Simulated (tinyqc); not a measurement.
Grain-boundary diffusion: Harrison regimes, Fisher and Le Claire analysis, Hart average. Changing the time t. Computed by tinyqc, a small Python program. Command: `OMP_NUM_THREADS=1 python tinyqc.py 3018759 3018760 out.jsonl gbdiff sweep`. One thread of a shared host (Intel(R) Xeon(R) Processor @ 2.30GHz), about 0.01 s of CPU time with the checks.

A boundary is a slab of width delta with diffusivity D_b, normal to a surface held at constant concentration; it leaks into grains of diffusivity D.

Inputs (values chosen for the exercise, for a model polycrystal):

| quantity | value | unit |
|---|---|---|
| lattice prefactor D0 | 4.7e-05 | m^2/s |
| lattice activation energy E | 2.08 | eV |
| boundary prefactor D0b | 6.2e-05 | m^2/s |
| boundary activation energy E_b | 1.22 | eV |
| boundary width delta | 0.93 | nm |
| segregation factor s | 1 | - |
| grain size d | 84 | um |
| temperature T | 942 | K |

Constants: k_B = 8.617333262e-05 eV/K.

Method:
- D = D0 exp(-E/(k_B T)), D_b = D0b exp(-E_b/(k_B T)).
- Triple product P = s delta D_b.
- l = sqrt(D t); P = s delta D_b; alpha = s delta/(2 l); beta = P/(2 D l). Regime A if l > 3 d, C if alpha > 1, B if alpha < 0.1, l < d/4 and beta > 10, otherwise a transition.
- Fisher: the mean concentration falls as exp(-y/y_F), y_F = sqrt(P) (pi t/(4 D))^(1/4), with the boundary equation P d2c/dy2 = 2 c sqrt(D/(pi t)). Le Claire (from the Whipple solution): ln c falls as -(y/y_L)^(6/5) with P = 1.322 sqrt(D/t) y_L^2.

One run for each value:

| time t (s) | Le Claire depth y_L (um) | lattice diffusion length l (um) | beta | alpha |
|---|---|---|---|---|
| 1.00e+01 | 1.480 | 5.9151e-02 | 4.1386e+02 | 7.8612e-03 |
| 1.00e+02 | 2.632 | 1.8705e-01 | 1.3087e+02 | 2.4859e-03 |
| 1.00e+03 | 4.680 | 5.9151e-01 | 4.1386e+01 | 7.8612e-04 |
| 1.00e+04 | 8.323 | 1.8705e+00 | 1.3087e+01 | 2.4859e-04 |
| 1.00e+05 | 14.801 | 5.9151e+00 | 4.1386e+00 | 7.8612e-05 |
| 1.00e+06 | 26.320 | 1.8705e+01 | 1.3087e+00 | 2.4859e-05 |
| 1.00e+07 | 46.805 | 5.9151e+01 | 4.1386e-01 | 7.8612e-06 |

What does the table show, and why?

Over the rows, Le Claire depth y_L (um) rises from 1.48 to 46.8 (exponent d ln y / d ln x about 0.25 throughout); lattice diffusion length l (um) rises from 0.0592 to 59.2 (exponent d ln y / d ln x about 0.50 throughout); beta falls from 414 to 0.414 (exponent d ln y / d ln x about -0.50 throughout). The exponent of Le Claire depth y_L stays at 0.25: the Le Claire depth goes as (t/D)^(1/4) at fixed P. The exponent of beta stays at -0.50: beta = P/(2 D sqrt(D t)).

Caution (rows 100000, 1.00e6, 1.00e7): the Fisher and Le Claire forms need regime B with beta above 10.
